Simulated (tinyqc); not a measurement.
Threshold-voltage variability of a planar MOSFET, analytic estimates: one step of the calculation.

Three independent sources add in quadrature: random dopants in the depleted layer, metal-gate grains of two orientations, and roughness of the two gate edges acting through the roll-off VT = VT(long) - Vr exp(-L/l). These are first-order estimates: no three-dimensional electrostatics, no percolation.

Problem. Random dopants. ni = sqrt(Nc Nv) exp(-Eg/(2 Vt)), Eg in volts; Cox = 3.9 eps0/ti; Wd = sqrt(4 eps0 eps_r Vt ln(Na/ni)/(q Na)); dopants: s1 = (q/Cox) sqrt(Na Wd/(3 L W)). The slope A1 = s1 sqrt(L W); mean number of dopants Na L W Wd.

Inputs (values chosen for the exercise); material values close to those of silicon:

| symbol | value | unit | meaning |
|---|---|---|---|
| T | 293 | K | temperature |
| Eg | 1.11 | eV | band gap |
| eps_r | 11.8 |  | relative permittivity of the semiconductor |
| Nc | 2.65e19 | cm^-3 | conduction-band density of states at T |
| Nv | 2.55e19 | cm^-3 | valence-band density of states at T |
| Na | 1.4e18 | cm^-3 | channel doping |
| ti | 1.9 | nm | oxide-equivalent thickness in inversion |
| L | 20 | nm | gate length |
| W | 86 | nm | gate width |

Constants: q = 1.602176634e-19 C, kB = 1.380649e-23 J/K, Vt = kB T/q, eps0 = 8.8541878128e-14 F/cm where lengths are in cm. Results are converted to the units shown.

Give: Cox; Wd; mean number of dopants; A1; s1.

Solution.

Cox = 1.8174 uF/cm^2
Wd = 29.944 nm
mean number of dopants = 72.104
A1 = 1.0421 mV um
s1 = 25.127 mV

Counting alone, 1/sqrt(N) of the depletion voltage q Na Wd/Cox = 370 mV, would give sqrt(3) times more: dopants deep in the layer act less on the surface.

Computed by the program tinyqc: `OMP_NUM_THREADS=1 python tinyqc.py 2090103 2090104 out.jsonl`, one thread of a shared Intel Xeon 2.30GHz, about 0.02 s for the whole run.
